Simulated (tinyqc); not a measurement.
Lattice against boundary over temperature: grain-boundary diffusion: Harrison regimes, Fisher and Le Claire analysis, Hart average. Computed by tinyqc, a small Python program. Command: `OMP_NUM_THREADS=1 python tinyqc.py 3012508 3012509 out.jsonl gbdiff walk`. One thread of a shared host (Intel(R) Xeon(R) Processor @ 2.30GHz), about 0.01 s of CPU time with the checks.

A boundary is a slab of width delta with diffusivity D_b, normal to a surface held at constant concentration; it leaks into grains of diffusivity D.

Inputs (values chosen for the exercise, for a model polycrystal):
```
quantity                          value   unit
melting point T_m                  1230      K
lattice prefactor D0            2.4e-05  m^2/s
lattice activation energy E        2.05     eV
boundary prefactor D0b          3.3e-05  m^2/s
boundary activation energy E_b    0.958     eV
boundary width delta               0.87     nm
segregation factor s                 10      -
grain size d                        6.6     um
temperature T                       796      K
time t                             3800      s
```

Constants: k_B = 8.617333262e-05 eV/K.

Method:
- D = D0 exp(-E/(k_B T)), D_b = D0b exp(-E_b/(k_B T)).
- Triple product P = s delta D_b.
- Hart average for parallel slabs: f = delta/d, D_eff = (s f D_b + (1 - f) D)/(1 - f + s f); share of the boundaries = s f D_b/(s f D_b + (1 - f) D); depth sqrt(D_eff t).
- l = sqrt(D t); P = s delta D_b; alpha = s delta/(2 l); beta = P/(2 D l). Regime A if l > 3 d, C if alpha > 1, B if alpha < 0.1, l < d/4 and beta > 10, otherwise a transition.
- D_eff = (s f D_b + (1 - f) D)/(1 - f + s f), f = delta/d; share of the boundaries = s f D_b/(s f D_b + (1 - f) D).

boundary fraction f = 1.31818e-04

Diffusivities (m^2/s):
```
T/T_m  T (K)           D         D_b       D_eff   share      regime
0.3      369  2.4068e-33  2.7178e-18  3.5783e-21  1.0000           C
0.4      492  2.4051e-26  5.0733e-15  6.6796e-18  1.0000           C
0.5      615  3.8102e-22  4.6551e-13  6.1291e-16  1.0000           C
0.6      738  2.4034e-19  9.4703e-12  1.2469e-14  1.0000  transition
0.7      861  2.4029e-17  8.1462e-11  1.0728e-13  0.9998           B
0.8      984  7.5975e-16  4.0917e-10  5.3948e-13  0.9986  transition
0.9     1107  1.1150e-14  1.4358e-09  1.9015e-12  0.9941  transition
1.0     1230  9.5627e-14  3.9194e-09  5.2559e-12  0.9818  transition
```

What does the comparison show, and why?

The apparent activation energy of D_eff is 0.96 eV between the first rows and 0.97 eV between the last, against E_b = 0.958 and E = 2.05 eV. The boundaries carry most of the flux up to the melting point. Caution: outside regime A (which needs sqrt(D t) above about 3 d) the Hart average and its depth are formal: they describe a profile only in regime A or at steady state. Caution: the segregation factor is held fixed, although it falls with temperature. Caution: outside regime A, D_eff and the share of the boundaries hold only at steady state.
